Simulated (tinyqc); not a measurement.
Stacked nanosheet transistor, parasitic resistance, capacitance and delay: one step of the calculation.

Ns sheets share one contact on top; each has perimeter p = 2 (Ws + ts) and cross-section A = Ws ts; contact width Wc = Ws + 10 nm, stack height Hs = Ns pv. Sheet 1 is the top one. Contact length Lc = CPP - Lg - 2 Lsp, shared by two neighbouring gates. Source and drain sides are equal. The formulas are first-order estimates, not field solutions.

Question. Geometry and resistances. Epitaxy sheet resistance Rsh = re/te, transfer length LT = sqrt(rc/Rsh), contact Rc = [sqrt(rc Rsh)/Wc] coth(Lc/(2 LT)); extension of one sheet Rx = rx Lsp/A. Effective width N p; for equal currents and rv = 0 one side has Rc + Rx/N.

Values chosen for this exercise; values close to those of silicon logic devices:
```
symbol    value      unit                                  meaning
Ns            4                                   number of sheets
Ws           30        nm                              sheet width
ts            6        nm                          sheet thickness
CPP          45        nm                     contacted gate pitch
Lg           18        nm                              gate length
Lsp           6        nm                            spacer length
rc      5.9e-10  ohm cm^2                      contact resistivity
re      0.00032    ohm cm  resistivity of the source-drain epitaxy
te           15        nm    current-carrying depth of the epitaxy
rx      0.00055    ohm cm             resistivity of the extension
```

Wanted: Lc; effective width; Rsh; LT; Rc; Rx; one side times effective width.

Answer.

Lc = 15.000 nm
effective width = 288.00 nm
Rsh = 213.33 ohm
LT = 16.630 nm
Rc = 209.82 ohm
Rx = 183.33 ohm
one side times effective width = 73.629 ohm um

Program tinyqc, `OMP_NUM_THREADS=1 python tinyqc.py 2170160 2170161 out.jsonl`; Intel Xeon 2.30GHz, shared host, one thread, about 0.1 s.
